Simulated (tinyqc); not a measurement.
Low-temperature mobility of a two-dimensional electron gas with static screening: one step, computed by the program tinyqc. Command: `OMP_NUM_THREADS=1 python tinyqc.py 3009940 3009941 out.jsonl twodeg walk`. One thread of a shared host (Intel(R) Xeon(R) Processor @ 2.30GHz), about 0.01 s of CPU time with the checks.

One subband is filled, the gas is degenerate and scatters at the Fermi circle; one permittivity serves on both sides of the interface. All formulas are in SI units, masses times m_0. Piezoelectric and polar phonons are left out, and n_s is taken as set by a gate, independent of N_i.

Task: Interface roughness. Form factors with u = q/b: screening G(q) = [1 + 9u/8 + 3u^2/8]/(1 + u)^3, remote charge P(q) = exp(-q d)/(1 + u)^3. Dielectric function eps(q) = 1 + q_TF G(q)/q, with q = 2 k_F sin(theta/2). Roughness: <|U|^2> = (e F)^2 S(q), S = pi Delta^2 Lambda^2/(1 + q^2 Lambda^2/2)^(3/2). 1/tau_t = (m/(pi hbar^3)) int_0^pi (1 - cos theta) <|U|^2>/eps(q)^2 dtheta; the quantum rate 1/tau_q drops the factor (1 - cos theta); 200 Gauss-Legendre points in s with theta = pi s^2, s from 0 to 1; mu = e tau_t/m.

Inputs (values chosen for the exercise, modelled on a strained silicon well):
```
quantity,value,unit
in-plane mass m,0.193,m_0
permittivity eps,11.5,-
roughness height Delta,0.42,nm
correlation length Lambda,4.9,nm
remote charge density N_i,2.6e+10,1/cm^2
distance d of the charges from the interface,5.2,nm
```

Wave function: Fang-Howard. Roughness spectrum: exponential.

k_F = 0.6139960 1/nm

b = 2.141741 1/nm

q_TF = 1.268581 1/nm

effective field F = 0.9544787 MV/cm

Constants: m_0 = 9.1093837015e-31 kg; hbar = 1.054571817e-34 J s; e = 1.602176634e-19 C; eps_0 = 8.8541878128e-12 F/m.

Give: tau_t, roughness; tau_q, roughness; roughness mobility; tau_t/tau_q, roughness.

Result:

tau_t, roughness = 0.27656 ps

tau_q, roughness = 0.21826 ps

roughness mobility = 2520.3 cm^2/(V s)

tau_t/tau_q, roughness = 1.2671

k_F Lambda = 3.01.
